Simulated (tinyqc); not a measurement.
# Rectangular fin or nanosheet with a gate all round, subbands and threshold shift from confinement: two studies

Undoped body with a flat potential across it, hard walls, transport along x. One isotropic valley (g = 1, mx = my = mz = me). Non-parabolicity enters the subband edges through E (1 + al E) = gamma, so E = 2 gamma/(1 + sqrt(1 + 4 al gamma)); motion within a subband is taken as parabolic with the band-edge mass. Energies are counted from the bulk band edge.

Parameters, values chosen for the exercise; masses close to those of In0.53Ga0.47As: temperature T = 300 K; mass at the band edge me = 0.0406 m0; non-parabolicity al = 1.3 1/eV; width (along y) t = 11 nm; widening of the box by penetration into the insulator dl = 0 nm; gate capacitance per area of interface Cg = 2.2 uF/cm^2; height (along z) H = 66 nm.

Constants: q = 1.602176634e-19 C, kB = 1.380649e-23 J/K, hbar = 1.054571817e-34 J s, m0 = 9.1093837015e-31 kg, Vt = kB T/q, hbar^2/(2 m0) = 0.0380998212 eV nm^2. Results are converted to the units shown.

Each table varies one quantity; the others keep the values above.

## Confinement against the width

gamma = C pi^2 [a^2/(my (t + dl)^2) + b^2/(mz (H + dl)^2)], C = hbar^2/(2 m0). Each subband has N_k = g sqrt(2 mx m0 kB T/(pi hbar^2)); without degeneracy n = exp(EF/Vt) sum N_k exp(-E_k/Vt). Classical value Nc times t H, Nc = sum over valleys of 2 g (m m0 kB T/(2 pi hbar^2))^1.5 with m = (mx my mz)^(1/3). Threshold shift dVT = Vt ln(classical value/sum N_k exp(-E_k/Vt)). With degeneracy n = sum N_k F((EF - E_k)/Vt), F(x) = (1/sqrt(pi)) int_0^infinity u^(-1/2) du/(1 + exp(u - x)); gate: Vg = EF + q n/(Cg P), P = 2 (t + H), summed over the 60 lowest subbands at most, with Vg counted from the value that would put EF at the bulk band edge of an empty body. The last two columns are for Vg = 0.8 V; sensitivity d(dVT)/dt by central differences between 0.99 and 1.01 times the value.

Confinement against the width:

| t (nm) | E_1 (meV) | gap to the next edge (meV) | dVT (mV) | sensitivity (mV/nm) | n/P (cm^-2) | share of the lowest subband (%) |
|---|---|---|---|---|---|---|
| 3 | 585.5 | 2.526 | 524.5 | -259.7 | 1.412e12 | 10.97 |
| 3.8 | 417.2 | 3.054 | 364.8 | -152.5 | 2.417e12 | 8.794 |
| 4.8 | 292.7 | 3.612 | 248.6 | -87.89 | 3.083e12 | 7.975 |
| 6.1 | 199.4 | 4.186 | 163.4 | -48.32 | 3.563e12 | 7.453 |
| 7.7 | 134.7 | 4.703 | 106.3 | -25.95 | 4.259e12 | 6.224 |
| 9.8 | 88.40 | 5.158 | 67.37 | -12.95 | 4.838e12 | 5.359 |
| 12 | 61.52 | 5.466 | 46.38 | -6.906 | 5.276e12 | 4.741 |
| 16 | 36.57 | 5.785 | 28.82 | -2.705 | 5.861e12 | 3.956 |
| 20 | 24.50 | 5.953 | 21.18 | -1.346 | 6.264e12 | 3.437 |

As t grows from 3 to 20 nm, E_1 falls from 586 to 24.5 meV and dVT falls from 524 to 21.2 mV. E_1 goes as t^(-1.43) at the thin end; a thickness error of 0.2 nm moves the threshold by 52 mV in the first row and 0.27 mV in the last. The charge per interface area rises from 1.41e12 to 6.26e12 cm^-2. For t = 6.1, 7.7, 9.8, 12, 16, 20 the charge in the last two columns would bend the potential across the body noticeably, which is left out.

## Charge and subband filling against gate voltage

Same model as above.

Each subband has N_k = g sqrt(2 mx m0 kB T/(pi hbar^2)). Cq = q dn/dEF.

Result of one run:

| Vg (V) | EF - E_1 (eV) | n (cm^-1) | n/P (cm^-2) | share of the lowest subband (%) | Cq/(Cg P) | total C/(Cg P) |
|---|---|---|---|---|---|---|
| -0.08 | -0.1520 | 8236 | 5.348e8 | 31.75 | 0.001504 | 0.001502 |

What becomes of these results when the gate voltage Vg is changed from -0.08 to 0.55 V, all else the same?

Result of the changed run:

| Vg (V) | EF - E_1 (eV) | n (cm^-1) | n/P (cm^-2) | share of the lowest subband (%) | Cq/(Cg P) | total C/(Cg P) |
|---|---|---|---|---|---|---|
| 0.55 | 0.2582 | 4.649e7 | 3.019e12 | 7.151 | 1.350 | 0.5745 |

The whole series:

| Vg (V) | EF - E_1 (eV) | n (cm^-1) | n/P (cm^-2) | share of the lowest subband (%) | Cq/(Cg P) | total C/(Cg P) |
|---|---|---|---|---|---|---|
| -0.08 | -0.1520 | 8236 | 5.348e8 | 31.75 | 0.001504 | 0.001502 |
| 0.04 | -0.03514 | 6.755e5 | 4.386e10 | 30.25 | 0.1107 | 0.09970 |
| 0.17 | 0.06203 | 7.618e6 | 4.947e11 | 20.00 | 0.5394 | 0.3504 |
| 0.29 | 0.1353 | 1.750e7 | 1.137e12 | 13.56 | 0.7691 | 0.4347 |
| 0.42 | 0.2011 | 3.108e7 | 2.018e12 | 9.412 | 1.176 | 0.5405 |
| 0.55 | 0.2582 | 4.649e7 | 3.019e12 | 7.151 | 1.350 | 0.5745 |
| 0.67 | 0.3081 | 6.131e7 | 3.981e12 | 5.933 | 1.466 | 0.5945 |
| 0.8 | 0.3584 | 7.817e7 | 5.076e12 | 5.022 | 1.746 | 0.6359 |
| 0.92 | 0.3997 | 9.482e7 | 6.157e12 | 4.374 | 2.059 | 0.6731 |

EF passes E_1 = 0.0719 eV at Vg = 0.0817 V. The share of the lowest subband falls from 31.7 to 4.37 % and the total capacitance rises from 0.00150 to 0.673 of Cg P. In the last row 34 % of an added gate voltage goes into raising EF (from the last two rows). For Vg = 0.29, 0.42, 0.55, 0.67, 0.8, 0.92 the charge would bend the potential across the body noticeably, which is left out.

Range of the model: Non-parabolicity also makes carriers heavier within each subband, which is left out, so densities of states are understated at high energy.

Computed by the program tinyqc: `OMP_NUM_THREADS=1 python tinyqc.py 2350035 2350036 out.jsonl`, one thread of a shared Intel Xeon 2.30GHz, about 0.09 s for the whole run.
